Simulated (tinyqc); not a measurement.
Deep-level transient spectroscopy: amplitude against reverse bias.

Schottky contact on an n-type layer with shallow donors Nd (all ionised) and a donor-like deep trap, neutral when filled and positive when empty; depletion approximation. Traps within lam of the depletion edge stay filled. A long pulse to Vp fills the traps beyond x1 = Wp - lam; back at Vr those between x1 and x2 = Wr - lam emit. A rate window reads S = C(t2) - C(t1).

lam = sqrt(2 eps0 eps_r (EF - ET)/(q Nd)), EF - ET = Et - (kB T/q) ln(Nc(T)/Nd), Nc(T) = Nc (T/300 K)^1.5. In the steady state at the band bending V, 2 eps0 eps_r V/q = Nd W^2 + Nt (W - lam)^2 (the second term only if W > lam). W(t)^2 = Wr^2 + (Nt/Nd)(x2^2 - x1^2) exp(-en t), C = eps0 eps_r/W; for small Nt, dC/C = -(Nt/2 Nd) G exp(-en t) with G = (x2^2 - x1^2)/Wr^2. Listed at t = 0.

Inputs (values chosen for the exercise); material values close to those of germanium:
```
symbol    value   unit                                      meaning
eps_r      15.8                               relative permittivity
Nc      1.04e19  cm^-3   conduction-band density of states at 300 K
Nd       5.8e16  cm^-3                        shallow donor density
Vbi        0.44      V                             built-in voltage
Et         0.23     eV  depth of the trap below the conduction edge
Nt         3e15  cm^-3                                 trap density
Vp            0      V        reverse bias during the filling pulse
T           156      K                 temperature of the transient
```

Constants: q = 1.602176634e-19 C, kB = 1.380649e-23 J/K, eps0 = 8.8541878128e-14 F/cm where lengths are in cm. Results are converted to the units shown.

Result of one run:
```
Wr (nm)       G  dC(0)/C (%)  2 Nd |dC|/C (cm^-3)
412.1    0.6695       -1.688             1.958e15
```

Which reverse bias Vr gave this result: 2.1, 3.8, 5.4, 7.1 or 12 V?

Vr = 5.4 V.

The whole series:
```
Vr (V)  Wr (nm)       G  dC(0)/C (%)  2 Nd |dC|/C (cm^-3)
0.5       166.9  0.2567      -0.6574             7.626e14
2.1       272.8  0.5161       -1.309             1.518e15
3.8       351.6  0.6166       -1.558             1.807e15
5.4       412.1  0.6695       -1.688             1.958e15
7.1       467.9  0.7067       -1.779             2.064e15
8.7       514.8  0.7322       -1.841             2.136e15
10.4      560.4  0.7530       -1.892             2.195e15
12        600.1  0.7687       -1.931             2.239e15
```

G rises from 0.257 to 0.769, since lam = 72.3 nm and x1 weigh less in a wider layer. The simple estimate 2 Nd |dC|/C reaches 25.4 % of the true Nt in the first row and 74.6 % in the last.

tinyqc, about 0.01 s, one thread, Intel Xeon 2.30GHz (shared host): `OMP_NUM_THREADS=1 python tinyqc.py 2050091 2050092 out.jsonl`
